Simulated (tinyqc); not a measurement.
Time-dependent dielectric breakdown: cell percolation, Weibull statistics, area scaling and voltage extrapolation: one step, computed by the program tinyqc.

The oxide is divided into columns of area a^2, each holding m = t_ox/a cells (m is taken as continuous). A share lambda(t) = (t/t_1)^alpha of the cells is defective, and a column whose cells are all defective breaks down.

Problem. Fitting the sample. W = ln(-ln(1 - F_i)) with the median ranks F_i. Least squares in W: W = beta ln t - beta ln t63. Maximum likelihood: solve sum t^b ln t/sum t^b - 1/b = mean of ln t for b, then t63 = (mean of t^b)^(1/b).

Weibull plot:

| i | t (s) | F_i | ln t | W |
|---|---|---|---|---|
| 1 | 40.36346 | 0.0744681 | 3.697925 | -2.558941 |
| 2 | 41.53592 | 0.1808511 | 3.726559 | -1.611994 |
| 3 | 41.69368 | 0.2872340 | 3.730350 | -1.082929 |
| 4 | 42.66181 | 0.3936170 | 3.753304 | -0.692660 |
| 5 | 43.62228 | 0.5000000 | 3.775568 | -0.366513 |
| 6 | 51.48195 | 0.6063830 | 3.941231 | -0.070018 |
| 7 | 56.75027 | 0.7127660 | 4.038660 | 0.221108 |
| 8 | 69.03481 | 0.8191489 | 4.234611 | 0.536541 |
| 9 | 77.32506 | 0.9255319 | 4.348018 | 0.954505 |

Give: slope by least squares; t63 by least squares; slope by maximum likelihood; t63 by maximum likelihood.

Solution.

slope by least squares = 3.929

t63 by least squares = 57.30 s

slope by maximum likelihood = 4.149

t63 by maximum likelihood = 56.70 s

Caution: t_1 is an input here; in a real oxide it changes with thickness at fixed voltage.
